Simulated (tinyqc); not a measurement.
n-type polysilicon, carrier trapping at grain boundaries: one step of the calculation.

One-dimensional grains of size Lg, uniform ionised doping N, monovalent traps Qt at each boundary at a depth Et below (for electrons) or above (for holes) the band edge there, abrupt depletion of width W on each side of a boundary, Boltzmann statistics. xi is the distance from the band edge at the grain centre to the Fermi level. Trapped charge Qt/(1 + exp((xi + VB - Et)/Vt)) = 2 N W, barrier VB = q N W^2/(2 eps0 eps_r).

Question. Resistivity and effective mobility. n0 = NB exp(-xi/Vt); mean density n0 (1 - 2 W/Lg) by charge balance in a partly depleted grain, and n0 (sqrt(pi)/2) erf(u)/u with u = sqrt(VB/Vt) in a fully depleted one; v = sqrt(kB T/(2 pi ms m0)); barrier resistivity Vt exp(VB/Vt)/(q fe n0 v Lg); grain resistivity (1 - 2 W/Lg)/(q n0 mug); effective mobility 1/(q mean density total resistivity).

Values chosen for this exercise; values of the order met in polycrystalline silicon: temperature T = 300 K; conduction-band density of states at T NB = 2.8e19 cm^-3; grain size Lg = 40 nm; mass for thermionic emission ms = 0.35 m0; correction factor of the emission rate fe = 1; mobility inside the grains mug = 81 cm^2/(V s).

Constants: q = 1.602176634e-19 C, kB = 1.380649e-23 J/K, m0 = 9.1093837015e-31 kg, Vt = kB T/q. Results are converted to the units shown.

W = 20 nm
xi = 0.40786399 V
VB = 0.017631151 V

Find: n0; mean density; v; barrier resistivity; grain resistivity; resistivity; effective mobility.

Answer.

n0 = 3.939e12 cm^-3
mean density = 3.200e12 cm^-3
v = 4.547e6 cm/s
barrier resistivity = 4455 ohm cm
grain resistivity = 0.000 ohm cm
resistivity = 4455 ohm cm
effective mobility = 437.8 cm^2/(V s)

The resistivity is 3300 times that of a single crystal with the same N and mobility mug, and the mean density is 0.00561 % of N. The effective mobility exceeds mug only because drift through the depleted grain is left out.

Numbers from tinyqc (`OMP_NUM_THREADS=1 python tinyqc.py 2830039 2830040 out.jsonl`; about 0.01 s on one thread of a shared Intel Xeon 2.30GHz).
